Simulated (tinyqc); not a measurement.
Crystal pulling from the melt: segregation, interface stability, heat balance and point-defect regime: one step, computed by the program tinyqc.

A dilute solute; steady pulling with a flat interface unless it is found unstable.

Task: Heat balance and the ratio V/G. k_S G_S = k_L G_L + L V; the largest rate for this G_S, with G_L = 0, is k_S G_S/L. Voronkov: the crystal grows vacancy-rich if V/G_S > xi_c and interstitial-rich if below; at fixed G_L the neutral rate solves V = xi_c G_S(V).

Inputs (values chosen for the exercise, for a model semiconductor): pull rate V = 0.48 mm/min; gradient in the melt G_L = 15 K/cm; solid conductivity k_S = 23.5 W/(m K); melt conductivity k_L = 62.5 W/(m K); latent heat per volume L = 4110 J/cm^3; critical ratio xi_c = 0.14 mm^2/(min K).

Give: gradient in the solid G_S; largest rate; V/G_S; neutral pull rate.

Result:

gradient in the solid G_S = 53.89 K/cm

largest rate = 1.849 mm/min

V/G_S = 0.08908 mm^2/(min K)

neutral pull rate = 0.9436 mm/min

V/G_S is 0.64 xi_c: interstitials survive and can form dislocation loops. Latent heat makes up 26 % of the flux.
